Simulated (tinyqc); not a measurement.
Worked calculation: tight binding, honeycomb lattice. One step of it, computed by the program tinyqc.

Question. Levels at k. Diagonalise the Hermitian matrix.

H(k) at k (eV):
```
                     A                    B
A             0.997791  -5.191879+4.556944i
B  -5.191879-4.556944i            -2.562209
```

Give: eigenvalues; weights |c|^2 of the basis functions.

Answer.

eigenvalues (eV): -7.9159  6.3515

weights |c|^2 of the basis functions:
```
   band 1  band 2
A  0.3752  0.6248
B  0.6248  0.3752
```
